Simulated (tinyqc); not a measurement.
Heavy doping: band filling, gap narrowing, band tails and the effective intrinsic density: one step, computed by the program tinyqc. Command: `OMP_NUM_THREADS=1 python tinyqc.py 3011608 3011609 out.jsonl gapnarrow walk`. One thread of a shared host (Intel(R) Xeon(R) Processor @ 2.30GHz), about 0.03 s of CPU time with the checks.

An n-type crystal above its Mott density, with all dopants ionised: n = N_D - N_A, ionised centres N_I = N_D + N_A. Valleys are taken as spherical with mass m_e.

Question. Band filling. n = M_c (1/(2 pi^2)) (m_e/(hbar^2/2m_0))^(3/2) int sqrt(E) f dE, f = 1/(1 + exp((E - E_F)/k_B T)); trapezoid rule in t = sqrt(E/k_B T), step 0.02 up to 12; E_F by bisection from the band edge. At T = 0, E_F = (hbar^2/2m_0) k_F^2/m_e; dn/dE_F uses f (1 - f)/k_B T in place of f.

Inputs (values chosen for the exercise, modelled on germanium): gap E_g = 0.666 eV; electron mass m_e = 0.222 m_0; valleys M_c = 4; temperature T = 150 K.

Conduction band: parabolic.

n = 3.30e+19 cm^-3

k_F = 0.06251127 1/angstrom

Constants: k_B = 8.617333262e-05 eV/K; hbar^2/(2 m_0) = 3.80998212 eV angstrom^2.

Give: E_F above the band edge; E_F at T = 0; E_F/k_B T; dn/dE_F.

Answer.

E_F above the band edge = 64.87 meV

E_F at T = 0 = 67.06 meV

E_F/k_B T = 5.018

dn/dE_F = 7.116e+20 cm^-3/eV
